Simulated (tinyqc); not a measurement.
Inside a calculation: alloy A(1-x)B(x) by interpolation with bowing. Values are carried at full precision from step to step, so a last printed digit may differ when a step is redone from the rounded ones.

Each gap follows E(x) = (1 - x) E_A + x E_B - C x (1 - x); the lattice constant follows Vegard, a(x) = (1 - x) a_A + x a_B.

Constants: hc = 1239.841984 eV nm; kB = 8.617333262e-05 eV/K.

Parameters, chosen for this exercise (A near Ge, B near Si; the results hold for these values, not for the real material):
- a = (5.665, 5.435) angstrom (lattice constant of A, B)
- x = 0.71 (fraction of B)
- Eg = (0.887, 4.208) eV (gap at Gamma to the s-like level of A, B)
- EgX = (0.918, 1.155) eV (gap to the lowest valley along Gamma-X of A, B)
- EgL = (0.738, 2.12) eV (gap to L of A, B)
- C = (0.253, 0.2, 0.05) eV (bowing of the Gamma, X and L gaps)
- Dso = (0.29, 0.043) eV (spin-orbit splitting of A, B)
- Ep = (26.1, 21.4) eV (Kane energy of A, B)
- me = (0.0377, 0.2011) m0 (electron mass at Gamma of A, B)
- Cs = 0 eV (bowing of Dso)
- md = (0.1462, 0.92, 0.48) m0 (density-of-states masses of Gamma, all X and all L valleys)
- T = 300 K (temperature)

## Gaps and lattice constant at x

Also give the wavelength hc/E of the lowest gap.

a(x) = 5.5017 angstrom

linear parts (eV): Gamma 3.2449, X 1.0863, L 1.7192

bowing terms C x (1 - x) (eV): Gamma 0.0521, X 0.0412, L 0.0103

gaps (eV): Gamma 3.1928, X 1.0451, L 1.7089

wavelength of the lowest gap = 1186.3 nm

The lowest valley is X, so the gap is indirect; the next, L, lies 664 meV higher.

## Where the valleys cross

The difference of two gaps is a quadratic q2 x^2 + q1 x + q0 with q2 = C_i - C_j, q1 = (E_B - E_A - C)_i - (E_B - E_A - C)_j, q0 = E_A,i - E_A,j; give its roots between 0 and 1 (a dash: none).

Crossings:
```
pair,q2,q1,q0,first root,second root
Gamma-X,0.053,3.031,-0.031,0.0102,-
Gamma-L,0.203,1.736,0.149,-,-
X-L,0.150,-1.295,0.180,0.1413,-
```

The lowest valley changes at x = 0.141 (L to X, gap 0.927 eV). The other crossings lie above the lowest valley.

## Electron mass of the alloy

Mass at Gamma from the Kane formula 1/m = F + Ep (Eg + 2 Dso/3)/(Eg (Eg + Dso)). F is fixed by the masses of A and B and interpolated linearly, as is Ep; Eg and Dso carry their bowing.

Compare with the linear interpolation of the masses.

F of A, B: -0.4832  -0.0958

Ep, Eg, Dso at x (eV): 22.7630  3.1928  0.1146

m(x) from the Kane formula = 0.1462 m0
m(x) linear = 0.1537 m0

The Kane value lies 4.9 % below the linear one. The Gamma valley is not the lowest at this x.

## Shares of the electrons in the valleys

Non-degenerate: n_i proportional to md_i^(3/2) exp(-E_i/kT).

md^(3/2): Gamma 0.0559, X 0.8824, L 0.3326

(E - E_min)/kT: Gamma 83.08, X 0.00, L 25.68

shares: Gamma 0.000, X 1.000, L 0.000

X holds most electrons (100.0 %).

## Checks

- The Gamma and X gaps at their crossing x = 0.0102 (eV): both 0.9184.
- The X and L gaps at their crossing x = 0.1413 (eV): both 0.9272.

tinyqc: `OMP_NUM_THREADS=1 python tinyqc.py 1081123 1081124 out.jsonl`; about 0.01 s, one thread, shared Intel(R) Xeon(R) Processor @ 2.30GHz.
